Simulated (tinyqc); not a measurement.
Sp3 tight binding, zinc-blende lattice, step by step. Computed by tinyqc, a small Python program that keeps every step. Command: `OMP_NUM_THREADS=1 python tinyqc.py 21715 21716 out.jsonl` (the two numbers bound the seeds that draw the settings). One thread of a shared host (Intel(R) Xeon(R) Processor @ 2.60GHz), about 0.01 s of CPU time with the checks.

## Bloch Hamiltonian at k

Parameters chosen for this model: zinc-blende lattice, anion at 0, cation at a/4 (1,1,1); V = eta hbar^2 / (m d^2), hbar^2/m = 7.619964 eV angstrom^2:
```
parameter          value      unit
a               4.460000  angstrom
d               1.931237  angstrom
Es anion      -15.220000        eV
Ep anion       -6.540000        eV
Es cation     -15.220000        eV
Ep cation      -6.540000        eV
eta ss         -1.320000
eta sp          1.420000
eta pp sigma    2.220000
eta pp pi      -0.630000
V ss           -2.696844        eV
V sp            2.901151        eV
V pp sigma      4.535602        eV
V pp pi        -1.287130        eV
```

k point k (2 pi / a): [-0.580000, 0.150000, 0.310000]

Slater-Koster rules over the four bonds with direction cosines (l, m, n): ss V_ss; s-px l V_sp; px-s -l V_sp; px-px l^2 V_pps + (1 - l^2) V_ppp; px-py l m (V_pps - V_ppp); each times exp(i k.d).

H(k) at k (eV), order a s, a px, a py, a pz, c s, c px, c py, c pz:
```
[[-15.220000, 0.000000, 0.000000, 0.000000, -5.681710-0.931095i, -0.448570-4.549363i, 2.408764+0.847201i, 1.092205+1.868429i],
 [0.000000, -6.540000, 0.000000, 0.000000, 0.448570+4.549363i, 1.377384+0.225720i, 1.265611+2.165072i, 2.791194+0.981708i],
 [0.000000, 0.000000, -6.540000, 0.000000, -2.408764-0.847201i, 1.265611+2.165072i, 1.377384+0.225720i, -0.519788-5.271649i],
 [0.000000, 0.000000, 0.000000, -6.540000, -1.092205-1.868429i, 2.791194+0.981708i, -0.519788-5.271649i, 1.377384+0.225720i],
 [-5.681710+0.931095i, 0.448570-4.549363i, -2.408764+0.847201i, -1.092205+1.868429i, -15.220000, 0.000000, 0.000000, 0.000000],
 [-0.448570+4.549363i, 1.377384-0.225720i, 1.265611-2.165072i, 2.791194-0.981708i, 0.000000, -6.540000, 0.000000, 0.000000],
 [2.408764-0.847201i, 1.265611-2.165072i, 1.377384-0.225720i, -0.519788+5.271649i, 0.000000, 0.000000, -6.540000, 0.000000],
 [1.092205-1.868429i, 2.791194-0.981708i, -0.519788+5.271649i, 1.377384-0.225720i, 0.000000, 0.000000, 0.000000, -6.540000]]
```

## Levels at k

Diagonalise the Hermitian matrix.

eigenvalues (eV): [-22.700865, -15.640025, -12.982736, -12.072537, -4.236445, -2.336508, -0.580408, 0.869523]

weights |c|^2 of the basis functions, order a s, a px, a py, a pz, c s, c px, c py, c pz:
```
[[0.455448, 0.205650, 0.024733, 0.022019, 0.241847, 0.028528, 0.003686, 0.018088],
 [0.033012, 0.092288, 0.069828, 0.168750, 0.140605, 0.385469, 0.001911, 0.108136],
 [0.004048, 0.113613, 0.275365, 0.047316, 0.104235, 0.058043, 0.202297, 0.195083],
 [0.007492, 0.088448, 0.130074, 0.261915, 0.013313, 0.027960, 0.292105, 0.178693],
 [0.455448, 0.205650, 0.024733, 0.022019, 0.241847, 0.028528, 0.003686, 0.018088],
 [0.033012, 0.092288, 0.069828, 0.168750, 0.140605, 0.385469, 0.001911, 0.108136],
 [0.004048, 0.113613, 0.275365, 0.047316, 0.104235, 0.058043, 0.202297, 0.195083],
 [0.007492, 0.088448, 0.130074, 0.261915, 0.013313, 0.027960, 0.292105, 0.178693]]
```

## Bloch Hamiltonian at X

k point X (2 pi / a): [1, 0, 0]

As before.

H(k) at X (eV), order a s, a px, a py, a pz, c s, c px, c py, c pz:
```
[[-15.220000, 0.000000, 0.000000, 0.000000, 0.000000, 0.000000+6.699920i, 0.000000, 0.000000],
 [0.000000, -6.540000, 0.000000, 0.000000, 0.000000-6.699920i, 0.000000, 0.000000, 0.000000],
 [0.000000, 0.000000, -6.540000, 0.000000, 0.000000, 0.000000, 0.000000, 0.000000+7.763642i],
 [0.000000, 0.000000, 0.000000, -6.540000, 0.000000, 0.000000, 0.000000+7.763642i, 0.000000],
 [0.000000, 0.000000+6.699920i, 0.000000, 0.000000, -15.220000, 0.000000, 0.000000, 0.000000],
 [0.000000-6.699920i, 0.000000, 0.000000, 0.000000, 0.000000, -6.540000, 0.000000, 0.000000],
 [0.000000, 0.000000, 0.000000, 0.000000-7.763642i, 0.000000, 0.000000, -6.540000, 0.000000],
 [0.000000, 0.000000, 0.000000-7.763642i, 0.000000, 0.000000, 0.000000, 0.000000, -6.540000]]
```

## Levels at X

As before.

eigenvalues (eV): [-18.862765, -18.862765, -14.303642, -14.303642, -2.897235, -2.897235, 1.223642, 1.223642]

## Bands along a path

The same steps at evenly spaced points between the labelled ones.

Bands along the path (eV):
```
k             band 1      band 2      band 3      band 4     band 5     band 6     band 7     band 8
L         -22.140095  -17.426058  -11.729382  -11.729382  -5.396335  -1.350618  -1.350618   1.442488
L-G 0.25  -23.074139  -16.127225  -11.437699  -11.437699  -5.230140  -1.642301  -1.642301   0.911503
L-G 0.50  -24.552986  -13.548709  -10.649048  -10.649048  -4.837177  -2.430952  -2.430952  -0.581128
L-G 0.75  -25.624745  -10.768688   -9.667474   -9.667474  -4.466229  -3.412526  -3.412526  -2.660338
G         -26.007377   -9.155122   -9.155122   -9.155122  -4.432623  -3.924878  -3.924878  -3.924878
G-X 0.25  -25.493858  -10.369396  -10.369396  -10.267279  -3.942541  -3.816322  -2.710604  -2.710604
G-X 0.50  -24.009622  -12.744961  -12.332797  -12.332797  -3.529035  -3.236382  -0.747203  -0.747203
G-X 0.75  -21.716591  -15.755845  -13.782149  -13.782149  -3.170796  -2.876768   0.702149   0.702149
X         -18.862765  -18.862765  -14.303642  -14.303642  -2.897235  -2.897235   1.223642   1.223642
X-W 0.25  -18.862765  -18.862765  -14.303642  -14.303642  -2.897235  -2.897235   1.223642   1.223642
X-W 0.50  -18.862765  -18.862765  -14.303642  -14.303642  -2.897235  -2.897235   1.223642   1.223642
X-W 0.75  -18.862765  -18.862765  -14.303642  -14.303642  -2.897235  -2.897235   1.223642   1.223642
W         -18.862765  -18.862765  -14.303642  -14.303642  -2.897235  -2.897235   1.223642   1.223642
```

With 4 band(s) filled, the highest filled level on these points lies at G and the lowest empty one at L: a gap of 3.7588 eV, indirect.
